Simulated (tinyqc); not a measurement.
## Cell and bit-line capacitance from two signals

Problem. In a DRAM a freshly written one gives the bit-line signal (Vd/2) Cs/(Cs + Cb). Find Cs and Cb.

Parameters, values chosen for the exercise: array voltage Vd = 1.1 V.

signal of a fresh one without and with 20 fF added to the bit line (mV): 85.051546  70.512821

Solution. (Vd/2)/signal = 1 + Cb/Cs, and the added capacitance raises it by its ratio to Cs.

Cs = 15.00 fF
Cb = 82.00 fF

Program tinyqc, `OMP_NUM_THREADS=1 python tinyqc.py 2130115 2130116 out.jsonl`; Intel Xeon 2.30GHz, shared host, one thread, about 0.01 s.
